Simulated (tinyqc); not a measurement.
Nanowire ballistic transistor, top-of-the-barrier model: one step of the calculation.

At the top of the source barrier, states moving towards the drain are filled by the source (Fermi level 0) and states moving back by the drain (Fermi level -q Vd); nothing scatters. U is the shift of the band edge there, set by the capacitances CG, CD and CS (the total) and by the charge. Parabolic one-dimensional subband; the source is grounded.

Problem. Self-consistent potential at the barrier top. eta1 = -(E0 + U)/Vt, eta2 = eta1 - Vd/Vt, n = (N0/2)[F_(-1/2)(eta1) + F_(-1/2)(eta2)], F_(-1/2)(x) = (1/sqrt(pi)) int_0^infinity u^(-1/2)/(1 + exp(u - x)) du. U(out) = UL + q (n - n0)/CS. U(new) = U + 0.2 (U(out) - U).

Inputs (values chosen for the exercise); mass and valleys close to those of gallium arsenide:
- T = 200 K (temperature)
- E0 = 0.16 eV (band edge at the barrier top above the source Fermi level at zero bias)
- Vd = 0.5 V (drain voltage)

Constants: q = 1.602176634e-19 C, kB = 1.380649e-23 J/K, Vt = kB T/q. Results are converted to the units shown.

U at the start (U = UL) = -0.452 eV
N0 = 1.0046714e6 cm^-1
CS = 2.3443703 pF/cm
n0 = 93.362605 cm^-1
UL = -0.452 eV

Give: eta1; eta2; n; U(out); U after iteration 1.

Solution.

eta1 = 16.94
eta2 = -12.07
n = 2.330e6 cm^-1
U(out) = -0.2928 eV
U after iteration 1 = -0.4202 eV

Numbers from tinyqc (`OMP_NUM_THREADS=1 python tinyqc.py 2400083 2400084 out.jsonl`; about 0.04 s on one thread of a shared Intel Xeon 2.30GHz).
